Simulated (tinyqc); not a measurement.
FinFET, parasitic resistance, capacitance and delay: one step of the calculation.

Nf fins under one contact; each has gated perimeter p = 2 Hf + Wf and cross-section A = Hf Wf; contact width Wc = Nf pf, stack height Hs = Hf. Contact length Lc = CPP - Lg - 2 Lsp, shared by two neighbouring gates. Source and drain sides are equal. The formulas are first-order estimates, not field solutions.

Task. Fin currents at Vgs = Vdd, Vds = Vdd/2. One fin: I = p Q vx u/(1 + |u|^1.8)^(1/1.8), Q = Cinv n Vt ln(1 + exp((Vg' - VT + dl Vd')/(n Vt))), u = Vd' mu/(vx Lg), Vg' = Vgs - v, Vd' = Vds - 2 v, with the drop on each side v = Rc (sum of I) + Rx I. I(new) = I + 0.5 (I(out) - I).

Inputs (values chosen for the exercise); values close to those of silicon logic devices:
```
symbol,value,unit,meaning
T,300,K,temperature
Hf,42,nm,fin height
Wf,6,nm,fin width
Lg,18,nm,gate length
Cinv,3.3,uF/cm^2,inversion capacitance
vx,9.4e6,cm/s,injection velocity
mu,130,cm^2/(V s),apparent mobility
VT,0.22,V,threshold at zero drain voltage
dl,0.041,V/V,barrier lowering
n,1.2,,subthreshold factor
Vdd,0.75,V,supply voltage
```

Constants: q = 1.602176634e-19 C, kB = 1.380649e-23 J/K, Vt = kB T/q. Results are converted to the units shown.

I at the start (uA): fin 1 0
Rc = 1063.0497 ohm
Rx = 357.14286 ohm

Find: drop v; I(out); I after iteration 1.

Result.

drop v (mV): fin 1 0
I(out) (uA): fin 1 140.96
I after iteration 1 (uA): fin 1 70.480

Computed by the program tinyqc: `OMP_NUM_THREADS=1 python tinyqc.py 2170003 2170004 out.jsonl`, one thread of a shared Intel Xeon 2.30GHz, about 0.02 s for the whole run.
